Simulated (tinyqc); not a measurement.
What each parameter does: Bethe-Salpeter matrix of a two-band chain (Tamm-Dancoff form).

One valence and one conduction band, lattice period 1, mesh k = 2 pi j/N. Pair energies D(k) = Eg + 2 t sum(1 - cos k), t = tc + tv. Screened attraction W(R) = U at R = 0 and V/|R| otherwise, R over the N cells with the nearest image; W(q) = sum_R W(R) cos(q R). H(k, k') = D(k) delta - W(k - k')/Nk + 2 J/Nk for singlets (J = 0 for triplets), Nk the number of k points. With a constant transition dipole the strength of a state is f = (sum_k A_k)^2/Nk, and the f sum to 1.

Values chosen for the exercise:
```
symbol  value  unit  meaning
Eg      2.2    eV    quasiparticle gap
tc      0.29   eV    conduction hopping
tv      0.35   eV    valence hopping
U       0.59   eV    attraction in the same cell
V       0.15   eV    attraction at one cell distance
J       0.21   eV    exchange in the same cell
```

N = 100: lowest singlet, its binding and f, and the singlet-triplet splitting.

Results for these values:
```
case  singlet (eV)  binding (eV)      f  splitting (eV)
base        2.1206        0.0794  0.184          0.1188
```

What happens to each result for U = 0.71 eV, all else kept?

Answer: singlet falls from 2.1206 to 2.0954; binding rises from 0.0794 to 0.1046; f rises from 0.184 to 0.238; splitting rises from 0.1188 to 0.1437.

The same for each parameter in turn:
```
case          singlet (eV)  binding (eV)      f  splitting (eV)
base                2.1206        0.0794  0.184          0.1188
Eg = 2.4 eV         2.3206        0.0794  0.184          0.1188
tc = 0.38 eV        2.1241        0.0759  0.172          0.1092
tv = 0.21 eV        2.1141        0.0859  0.207          0.1386
U = 0.71 eV         2.0954        0.1046  0.238          0.1437
V = 0.25 eV         2.0690        0.1310  0.191          0.1157
J = 0.32 eV         2.1518        0.0482  0.104          0.1499
```

At zero total momentum only the sum tc + tv enters.

Run: tinyqc, `OMP_NUM_THREADS=1 python tinyqc.py 1250636 1250637 out.jsonl`; Intel(R) Xeon(R) Processor @ 2.30GHz, one thread, shared host; about 0.2 s of CPU time with all checks.
